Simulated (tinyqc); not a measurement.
Domain walls in a thin film with perpendicular anisotropy: Bloch, Neel and chiral walls, motion and stripe domains. From one set of inputs to another, one input at a time. Computed by tinyqc, a small Python program. Command: `OMP_NUM_THREADS=1 python tinyqc.py 3009408 3009409 out.jsonl mwall ladder`. One thread of a shared host (Intel(R) Xeon(R) Processor @ 2.30GHz), about 0.01 s of CPU time with the checks.

One-dimensional wall: polar angle theta(x), azimuth phi of the moment in the wall (phi = 0 Neel, 90 degrees Bloch). mu_0 = 1.25663706212e-6 T m/A, gamma = 1.76085963023e11 rad/(s T).

The inputs printed are set A. Inputs not listed in the table keep their values of set A, so the rows need not describe a real material.

Inputs (values chosen for the exercise, for a model film):

| quantity | value | unit |
|---|---|---|
| saturation magnetisation M_s | 727 | kA/m |
| exchange stiffness A | 16 | pJ/m |
| uniaxial anisotropy K_u | 415 | kJ/m^3 |
| DMI constant D | 0.074 | mJ/m^2 |
| thickness t | 1.5 | nm |

Method. K_eff = K_u - mu_0 M_s^2/2; Delta = sqrt(A/K_eff); sigma_0 = 4 sqrt(A K_eff); profile theta = 2 arctan exp(x/Delta); quality factor Q = 2 K_u/(mu_0 M_s^2). sigma(phi) = sigma_0 + 2 Delta K_D cos^2(phi) - pi D cos(phi), with the wall shape anisotropy K_D = N_x mu_0 M_s^2/2, N_x = t ln 2/(pi Delta). The minimum has cos(phi) = D/D_N for D < D_N = 4 Delta K_D/pi and phi = 0 beyond; sigma turns negative at D_c = (sigma_0 + 2 Delta K_D)/pi.

Each row keeps all changes above it:

| input moved | from | to | width parameter Delta (nm) | wall energy sigma (mJ/m^2) | D_N (mJ/m^2) |
|---|---|---|---|---|---|
| set A | - | - | 13.891 | 4.5457 | 0.13993 |
| saturation magnetisation M_s (kA/m) | 727 | 772 | 19.868 | 3.1667 | 0.15779 |
| DMI constant D (mJ/m^2) | 0.074 | 0.86 | 19.868 | 0.7673 | 0.15779 |
| exchange stiffness A (pJ/m) | 16 | 24 | 24.334 | 1.4913 | 0.15779 |
| thickness t (nm) | 1.5 | 1.9 | 24.334 | 1.5574 | 0.19987 |
| uniaxial anisotropy K_u (kJ/m^3) | 415 | 530 | 12.422 | 5.3403 | 0.19987 |

Where does the difference come from?

Width parameter Delta goes from 13.9 to 12.4, a factor 0.894 in all. The largest single move comes from uniaxial anisotropy K_u (a factor 0.510), and saturation magnetisation M_s works against it (a factor 1.43). Wall energy sigma goes from 4.55 to 5.34, a factor 1.17 in all. The largest single move comes from DMI constant D (a factor 0.242), but it runs against the net change; the largest move in the direction of the net change is uniaxial anisotropy K_u (a factor 3.43). D_N goes from 0.140 to 0.200, a factor 1.43 in all. The largest single move comes from thickness t (a factor 1.27). The single moves hold for this order of the switches; the total does not depend on the order.

Extremes, crossings and ranges named in words are read from the listed rows.
